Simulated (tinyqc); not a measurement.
# Changing the electric field F

Model: hot carriers by balance equations with a heated Maxwellian. Computed by tinyqc, a small Python program. Command: `OMP_NUM_THREADS=1 python tinyqc.py 3011040 3011041 out.jsonl hot sweep`. One thread of a shared host (Intel(R) Xeon(R) Processor @ 2.30GHz), about 0.07 s of CPU time with the checks.

The carriers follow a Maxwellian at an electron temperature T_e, slightly displaced; the drift energy is neglected against k_B T_e. The balance averages the rate, not the time, so mu_0 lies below the relaxation-time value.

Inputs (values chosen for the exercise, modelled on electrons in silicon):
```
quantity                                          value       unit
effective mass m                                  0.327        m_0
density rho                                        2329     kg/m^3
sound velocity v_l                                 8820        m/s
acoustic deformation potential D_A                  9.3         eV
phonon energy hbar w                               58.9        meV
optical or intervalley deformation potential D_o    4.8  1e8 eV/cm
final valleys Z_f                                     5          -
lattice temperature T                               150          K
mixing                                              0.4          -
iteration cap                                       300          -
```

Band: parabolic. Solver: damped fixed point.

Constants: k_B = 8.617333262e-05 eV/K; k_B = 1.380649e-23 J/K; e = 1.602176634e-19 C; hbar = 1.054571817e-34 J s; m_0 = 9.1093837015e-31 kg; hbar = 6.582119569e-16 eV s.

Method:
- Parabolic band: E = hbar^2 k^2/(2 m), speed v = hbar k/m, states per spin, volume and energy g(E) = m k/(2 pi^2 hbar^2). Masses are multiplied by m_0 and all formulas are in SI units.
- Phonon occupation N_q = 1/(exp(hbar w/(k_B T)) - 1).
- Acoustic deformation potential (elastic, equipartition, absorption and emission together): 1/tau = 2 pi k_B T D_A^2 g(E)/(hbar rho v_l^2).
- Optical or intervalley deformation potential: 1/tau = (pi Z_f D_o^2/(rho w)) [N_q g(E + hbar w) + (N_q + 1) g(E - hbar w)], with g = 0 below the band edge.
- Averages over the Maxwellian, <y> = int y x^(1/2) exp(-x) dx / int x^(1/2) exp(-x) dx with x = E/(k_B T_e), split at x_0 = hbar w/(k_B T_e): 64 Gauss-Legendre points in sqrt(x) below it and 128 in sqrt(x - x_0) above it, up to x = 32. Momentum balance: mu(T_e) = e/(m nu), nu = <x (sum of rates)>/<x>. Power lost per carrier: P(T_e) = hbar w <emission rate - absorption rate> + <(2 m v_l^2/(k_B T)) (E - 2 k_B T) acoustic rate>.
- Energy relaxation time at weak heating: tau_E = (3/2) k_B / (dP/dT_e), the derivative by a central difference of +/- 0.5 K at T_e = T.
- Fixed point: T_out = T + (T_e - T) e mu(T_e) F^2/P(T_e), T_new = T_e + mixing (T_out - T_e).
- Start at T_e = 1.5 T; stop when T_e moves by less than 1e-6 K or exceeds 1e6 K.
- v = mu(T_e) F; warm-carrier coefficient (mu/mu_0 - 1)/F^2.

One run for each value:
```
electric field F (kV/cm)  drift velocity (1e7 cm/s)  electron temperature T_e (K)  mu/mu_0
0.1                                          0.0412                         150.4  0.99701
0.22                                         0.0897                         152.0  0.98597
0.46                                         0.1799                         158.0  0.94546
1                                            0.3407                         178.1  0.82342
2.2                                          0.5558                         226.6  0.61064
4.6                                          0.7685                         316.9  0.40382
10                                           0.9849                         525.6  0.23805
22                                           1.1824                        1155.7  0.12990
46                                           1.3204                        3357.9  0.06938
```

Over the rows, drift velocity (1e7 cm/s) rises from 0.0412 to 1.32 (exponent d ln y / d ln x 0.99 between the first rows and 0.15 between the last); electron temperature T_e (K) rises from 150 to 3360 (exponent d ln y / d ln x 0.013 between the first rows and 1.4 between the last); mu/mu_0 falls from 0.997 to 0.0694 (exponent d ln y / d ln x -0.014 between the first rows and -0.85 between the last). At the low end the exponent of drift velocity is 0.99, close to 1: Ohm's law. At the low end the exponent of electron temperature T_e is 0.01, close to 0: the gas is still at the lattice temperature. The mobility has lost 10 % between 0.460 and 1.00 kV/cm. Left out: 100 (T_e far beyond the range of the model).

Caution (rows 0.100, 0.220, 0.460, 1.00, 2.20, 4.60, 10.0): the drift energy m v^2/2 is not small against the heating (3/2) k_B (T_e - T), so T_e - T is rough. Caution (rows 46.0): k_B T_e exceeds 0.12 eV, where non-parabolicity and a non-Maxwellian tail matter.

Extremes, crossings and ranges named in words are read from the listed rows.
